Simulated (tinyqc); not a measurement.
Off-state leakage of single and stacked transistors: two steps of the calculation.

n-channel devices of unit width. Subthreshold current I(Vg, Vs, Vd) = I0 (T/300 K)^0.5 exp[(Vg - Vs - VT(T) - gb (Vs - Vb) + dd (Vd - Vs))/(nf Vt)] (1 - exp(-(Vd - Vs)/Vt)), VT(T) = VT - cT (T - 300 K). Gate-edge tunnelling Ig (Vd/1 V) exp(ag (Vd - 1 V)), for a gate at 0 V, and band-to-band leakage Ab u exp(-Bb/u), u = Vd - Vb + 1 V, flow at a drain held at V; both are taken as independent of T. In a stack of off transistors (all gates at 0 V) the same subthreshold current passes through each.

Inputs (values chosen for the exercise); values of the order met in bulk silicon logic transistors:
```
symbol,value,unit,meaning
T,330,K,temperature
V,1,V,supply voltage
VT,0.33,V,"threshold at 300 K, zero drain and body bias"
cT,0.7,mV/K,fall of the threshold with temperature
I0,0.15,uA/um,current at threshold at 300 K
nf,1.29,,slope factor
dd,0.07,,drain-induced lowering per volt
gb,0.19,,rise of the threshold per volt of source-body bias
Ig,1e-6,uA/um,gate-edge tunnelling current at 1 V
ag,4.3,1/V,exponential slope of the gate current
Ab,1,uA/(um V),prefactor of band-to-band leakage at the drain
Bb,26,V,its exponential voltage
Vb,-0.6,V,body voltage
```

Constants: q = 1.602176634e-19 C, kB = 1.380649e-23 J/K, Vt = kB T/q. Results are converted to the units shown.

Problem 1. Leakage of one transistor. Vg = Vs = 0, Vd = V; effective threshold VT(T) - gb Vb - dd V.

Wanted: effective threshold; parts; total; shares.

Solution 1.

effective threshold = 0.35300 V
parts (nA/um): subthreshold 0.010416, gate edge 0.0010000, band-to-band 0.11804
total = 0.12946 nA/um
shares (%): subthreshold 8.0458, gate edge 0.77247, band-to-band 91.182

The band-to-band part is the largest.

Problem 2. New Vx. Stack of two, Vx the node between them: I_low = I(0, 0, Vx), I_up = I(0, Vx, V), f = ln(I_up/I_low), f' = -(1 + gb + 2 dd)/(nf Vt) - 1/(Vt (exp(Vx/Vt) - 1)) - 1/(Vt (exp((V - Vx)/Vt) - 1)), Vx(new) = Vx - f/f'.

Vx after iteration 1 = 0.056632995 V

Find: I_low; I_up; f; f'; Vx after iteration 2.

Solution 2.

I_low = 0.001487 nA/um
I_up = 0.001489 nA/um
f = 0.001675
f' = -41.81 1/V
Vx after iteration 2 = 0.05667 V

Computed by the program tinyqc: `OMP_NUM_THREADS=1 python tinyqc.py 2242057 2242058 out.jsonl`, one thread of a shared Intel Xeon 2.30GHz, about 0.03 s for the whole run.
